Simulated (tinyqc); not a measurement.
Inside a calculation: deep level with several charge states, and Shockley-Read-Hall recombination. Values are carried at full precision from step to step, so a last printed digit may differ when a step is redone from the rounded ones.

Energies from Ev. The defect has charge states +1, 0, -1 with weights 1, gm exp((EF - E1)/kT), exp((2 EF - E1 - E2)/kT); the shares are the weights over their sum. Boltzmann carriers: n = Nc exp((EF - Eg)/kT), p = Nv exp(-EF/kT). Neutrality: p - n + Nd + Nt <q> = 0.

Constants: kB = 8.617333262e-05 eV/K.

Inputs chosen for the exercise (gap and densities of states near those of Si at this temperature; shifted at random, so the results belong to these values and not to a real crystal):
- Eg = 1.101 eV (gap)
- Nc = 3.59e+19 1/cm^3 (conduction-band density of states)
- Nv = 1.39e+19 1/cm^3 (valence-band density of states)
- T = 350 K
- E1 = 0.519 eV (level (+1/0) above Ev)
- E2 = 0.851 eV (level (0/-1) above Ev)
- gm = 1 (degeneracy of the middle state, the others 1)
- Nt = 4.8e+13 1/cm^3 (defects)
- Nd = -3.8e+13 1/cm^3 (ionised shallow donors minus acceptors)
- E_try = 0.437 eV (trial Fermi level)
- Et = 0.519 eV (recombination level above Ev)
- sn = 6.3e-16 cm^2 (electron capture cross-section)
- sp_ = 4.6e-16 cm^2 (hole capture cross-section)
- vth = 17000000 cm/s (thermal velocity, both carriers)
- Nm = 1.7e+16 1/cm^3 (equilibrium holes for the lifetime steps)
- dn = 2.4e+13 1/cm^3 (excess pairs)

## Charge states at a trial Fermi level

Form the exponents, the shares, the mean charge and the residual of neutrality at EF = E_try.

exponents of the second and third weights: -2.719  -16.445

shares: +1 0.9381, 0 0.0619, -1 0.0000

<q> = 0.9381

n, p (1/cm^3): 9.86e+09  7.09e+12

residual = 1.41e+13 1/cm^3

The residual is positive, so EF must rise.

## The neutral state

Solve for EF.

EF = 0.4840 eV

shares at EF: +1 0.762, 0 0.238, -1 0.000

n = 4.68e+10 1/cm^3
p = 1.49e+12 1/cm^3

Without the defects the majority density would be 3.80e+13 1/cm^3; with them the density of these carriers is 1.49e+12, so they compensate part of the doping. Most defects are in the state +1.

## Recombination through one level

One level at Et with degeneracy 1: tn = 1/(sn vth Nt), tp = 1/(sp_ vth Nt), n1 = Nc exp((Et - Eg)/kT), p1 = Nv exp(-Et/kT), ni^2 = n1 p1. Equilibrium p0 = Nm, n0 = ni^2/Nm; n = n0 + dn, p = p0 + dn. U = (n p - ni^2)/(tp (n + n1) + tn (p + p1)), lifetime dn/U; emission rates en = sn vth n1, ep = sp_ vth p1.

Evaluate each quantity.

tn, tp (microsecond): 1.945  2.664

n1, p1 (1/cm^3): 1.50e+11  4.67e+11

U = 1.23e+19 1/(cm^3 s)
lifetime = 1.95 microsecond

The lifetime is 1.002 times the minority capture time tn and 0.423 times tn + tp, the limit of high injection.

## Emission and generation in a depleted region

With n = p = 0 the level generates pairs at G = Nt en ep/(en + ep); generation lifetime tg = ni/G; current density e G W for a width W = 1 micrometre, e = 1.602176634e-19 C.

en, ep (1/s): 1.60e+03  3.66e+03

G = 5.34e+16 1/(cm^3 s)
tg = 4.95 microsecond
current density = 8.56e-07 A/cm^2

The two emission rates are comparable (en/ep = 0.438), which is near the largest generation.

## Checks

- U against hole capture minus emission at the steady occupation of the level (1/(cm^3 s)): both 1.231e+19.

Run: tinyqc, `OMP_NUM_THREADS=1 python tinyqc.py 1682742 1682743 out.jsonl`; Intel(R) Xeon(R) Processor @ 2.30GHz, one thread, shared host; about 0.01 s of CPU time with all checks.
